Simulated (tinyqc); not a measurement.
From results back to parameters: band folding and unfolding in a supercell of a chain.

Problem. A chain with hopping -t and site energies alternating +V, -V has E = -/+ sqrt(V^2 + 4 t^2 cos^2(ka)); the lower state has weight (1 + 2t cos(ka)/|E|)/2 on k and the rest on k + pi/a. The gap at ka = pi/2 and the full spread at k = 0 come from hidden t and V.

values (eV): gap 1.48000, spread at k = 0 4.90844
Find: V, t; weight of the lowest state on k = 0.

Solution. The gap is 2V and the spread 2 sqrt(V^2 + 4t^2).

V, t (eV): 0.740  1.170

weight of the lowest state on k = 0 = 0.9767

(tinyqc, `OMP_NUM_THREADS=1 python tinyqc.py 1482875 1482876 out.jsonl`, Intel(R) Xeon(R) Processor @ 2.30GHz, 1 thread, shared host, about 0.01 s.)
